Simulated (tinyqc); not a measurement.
Avalanche multiplication and breakdown of a junction from ionisation integrals. Inputs raised by 2 %, one at a time. Computed by tinyqc, a small Python program. Command: `OMP_NUM_THREADS=1 python tinyqc.py 3024447 3024448 out.jsonl impact sens`. One thread of a shared host (Intel(R) Xeon(R) Processor @ 2.30GHz), about 0.03 s of CPU time with the checks.

Ionisation coefficients follow the local field. Position x runs through the depletion layer from the p side (x = 0), where electrons enter, to the n side (x = w), where holes enter. The built-in voltage is neglected.

Inputs (values chosen for the exercise, modelled on silicon):
```
quantity                                        value    unit
electron prefactor a_n                         692000    1/cm
electron field b_n                           1.26e+06    V/cm
hole prefactor a_p                           1.51e+06    1/cm
hole field b_p                               2.01e+06    V/cm
exponent c                                          1       -
permittivity eps                                 11.7       -
doping gradient a                             4.9e+21  1/cm^4
bias as a fraction of the breakdown voltage      0.77       -
```

Junction: linearly graded.

Constants: e = 1.602176634e-19 C; eps_0 = 8.8541878128e-12 F/m.

Method:
- alpha_n = a_n exp(-(b_n/F)^c), alpha_p = a_p exp(-(b_p/F)^c).
- Field F = F_m [1 - (2x/w - 1)^2], w = sqrt(8 eps eps_0 F_m/(e a)), V = (2/3) F_m w.
- With Phi(x) = int_0^x (alpha_n - alpha_p) dx': 1 - 1/M_n = I_n = int_0^w alpha_n exp(-Phi) dx and M_p = M_n exp(-Phi(w)); trapezoid rule on 401 even points; breakdown at I_n = 1.
- Solve I_n(F_m) = 1.
- Bias V = fraction times the breakdown voltage.
- M_n = 1/(1 - I_n), M_p = M_n exp(-Phi(w)); McIntyre excess noise for the carrier with the larger M, F_x = k M + (1 - k)(2 - 1/M), with k = (smaller M - 1)/(larger M - 1).

Runs:
```
input moved                       from         to  breakdown voltage (V)  critical field F_m (MV/cm)  width at breakdown (micrometre)     M_n
base run                             -          -                 22.593                     0.47738                          0.70989  2.6149
electron prefactor a_n (1/cm)   692000     705840                 22.501                     0.47609                          0.70893  2.6318
electron field b_n (V/cm)      1260000    1285200                 22.866                     0.48123                          0.71275  2.5386
hole prefactor a_p (1/cm)      1510000    1540200                 22.524                     0.47642                          0.70917  2.5968
hole field b_p (V/cm)          2010000    2050200                 22.914                     0.48189                          0.71324  2.6947
permittivity eps                  11.7     11.934                 22.737                     0.47626                          0.71611  2.6142
doping gradient a (1/cm^4)     4.9e+21  4.998e+21                 22.450                     0.47852                          0.70373  2.6156
```

Exponents ln(y'/y) / ln(x'/x):
```
input                   breakdown voltage  critical field F_m  width at breakdown     M_n
electron prefactor a_n             -0.205              -0.137              -0.068   0.326
electron field b_n                  0.608               0.405               0.203  -1.495
hole prefactor a_p                 -0.154              -0.103              -0.051  -0.351
hole field b_p                      0.712               0.475               0.237   1.519
permittivity eps                    0.321              -0.119               0.440  -0.013
doping gradient a                  -0.320               0.120              -0.440   0.013
```

Among the inputs moved here: breakdown voltage answers most in size to hole field b_p (exponent +0.712), next to electron field b_n (+0.608). Critical field F_m answers most in size to hole field b_p (exponent +0.475), next to electron field b_n (+0.405). Width at breakdown answers most in size to doping gradient a (exponent -0.440), and about equally to permittivity eps (+0.440). M_n answers most in size to hole field b_p (exponent +1.519), and about equally to electron field b_n (-1.495).
